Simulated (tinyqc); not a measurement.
# Single-band model of a thermoelectric material, step by step

A worked calculation. Computed by tinyqc, a small Python program that keeps every step. Command: `OMP_NUM_THREADS=1 python tinyqc.py 3002457 3002458 out.jsonl thermo walk`. One thread of a shared host (Intel(R) Xeon(R) Processor @ 2.30GHz), about 0.01 s of CPU time with the checks. Intermediate numbers are printed to about 5 digits and carried at full precision; extremes and crossings named in words are read from the listed rows.

One spherical band, one scattering law, no minority carriers and no phonon drag. In a real material minority carriers limit |S| to about E_g/(2 e T), so larger values are formal. eta = E_F/(k_B T) is counted from the band edge; f = 1/(1 + exp(x - eta)).

Inputs (values chosen for the exercise, modelled on p-type Bi2Te3):
```
quantity                                value        unit
density-of-states mass m                  1.1         m_0
non-parabolicity alpha                    4.7        1/eV
mobility parameter mu_300                 540  cm^2/(V s)
temperature exponent p                    2.5           -
lattice thermal conductivity kappa_L     0.85     W/(m K)
carrier density n                     3.4e+18      1/cm^3
temperature T                             430           K
```

Band: Kane. Scattering: acoustic phonons, r = -0.5.

Constants: m_0 = 9.1093837015e-31 kg; k_B = 1.380649e-23 J/K; hbar = 1.054571817e-34 J s; k_B = 8.617333262e-05 eV/K; e = 1.602176634e-19 C.

## Fermi level

With x = E/(k_B T), a = alpha k_B T (0 for a parabolic band), G = x (1 + a x), D = 1 + 2 a x and <y> = int y f (1 - f) dx, f = 1/(1 + exp(x - eta)): tau = tau_0 G^r/D; transport function s = G^(3/2 + r)/D^2; n = N_0 <G^(3/2)> with N_0 = (2 m k_B T)^(3/2)/(3 pi^2 hbar^3). Integrals over x = E/(k_B T) use 160 Gauss-Legendre points in u = sqrt(x) from 0 to sqrt(max(eta, 0) + 32). Solve for eta.

N_0 = 3.7372e+19 1/cm^3

reduced Fermi level eta = -3.2266

## Transport integrals

The formulas are those given above.

<s> = 0.020441

<x s> = 0.032375

<x^2 s> = 0.079327

<G^(3/2)> = 0.090977

<G^(3/2 + 2r)/D^4> = 0.011181

## Coefficients

sigma = e mu_0 N_0 <s> with mu_0 = e tau_0/m = mu_300 (T/300 K)^(-p); |S| = (k_B/e)(<x s>/<s> - eta); Lorenz number L = (k_B/e)^2 (<x^2 s>/<s> - (<x s>/<s>)^2); kappa_e = L sigma T; zT = S^2 sigma T/(kappa_L + kappa_e). Hall factor r_H = <G^(3/2)> <G^(3/2 + 2r)/D^4>/<s>^2; drift mobility sigma/(n e) with n = N_0 <G^(3/2)>; power factor S^2 sigma.

conductivity sigma = 26.870 S/cm

Seebeck coefficient |S| = 414.53 microvolt/K

Lorenz number L = 1.0190 1e-8 V^2/K^2

drift mobility = 49.327 cm^2/(V s)

Hall factor r_H = 2.4346

power factor = 4.6173 microwatt/(cm K^2)

kappa_e = 0.011774 W/(m K)

zT = 0.23039

L is 42 % of the degenerate value pi^2/3 (k_B/e)^2 = 2.443. The charge carriers transport 1 % of the heat.

## Best doping

Quality factor B = (k_B/e)^2 e mu_0 N_0 T/kappa_L; zT and the power factor are maximised over eta between -8 and 30.

quality factor B = 0.49383

eta of the largest zT = -0.73027

density of the largest zT = 3.7226e+19 1/cm^3

largest zT = 0.52324

|S| at the largest zT = 214.28 microvolt/K

eta of the largest power factor = -0.37205

density of the largest power factor = 5.1141e+19 1/cm^3

largest power factor = 12.057 microwatt/(cm K^2)

The sample is underdoped by a factor 10.9 and reaches 44 % of the best zT. zT peaks at a density 1.37 times lower than the power factor, because kappa_e grows with n. Caution: at so low a doping minority carriers, left out here, would cut S in a narrow-gap material.

## Against the Fermi level

The formulas are those given above.

The same material at other dopings:
```
eta  n (1/cm^3)  |S| (microvolt/K)  sigma (S/cm)  power factor (microwatt/(cm K^2))          zT
-4   1.5778e+18             480.35          12.6                         2.8995e+00  1.4574e-01
-3   4.2531e+18             395.39          33.5                         5.2360e+00  2.6038e-01
-2   1.1310e+19             312.40          86.5                         8.4421e+00  4.0850e-01
-1   2.9120e+19             234.05         207.7                         1.1377e+01  5.1677e-01
0    7.0265e+19             164.97         433.6                         1.1801e+01  4.7478e-01
1    1.5338e+20             109.97         744.2                         8.9994e+00  3.0348e-01
2    2.9858e+20              70.56        1054.2                         5.2486e+00  1.4602e-01
4    8.4606e+20              27.96        1468.2                         1.1474e+00  2.3700e-02
6    1.8445e+21              11.58        1655.1                         2.2211e-01  3.9294e-03
10   5.7098e+21               2.88        1786.5                         1.4848e-02  2.3694e-04
```

|S| falls and sigma rises with eta, so their product S^2 sigma peaks: among these rows at eta = 0, and zT at eta = -1, where |S| = 234 microvolt/K. zT stays above 90 % of its best row from n = 2.9e19 to 7.0e19 per cm^3.

Checks made by the program: n recomputed from eta (relative difference below 1e-10).
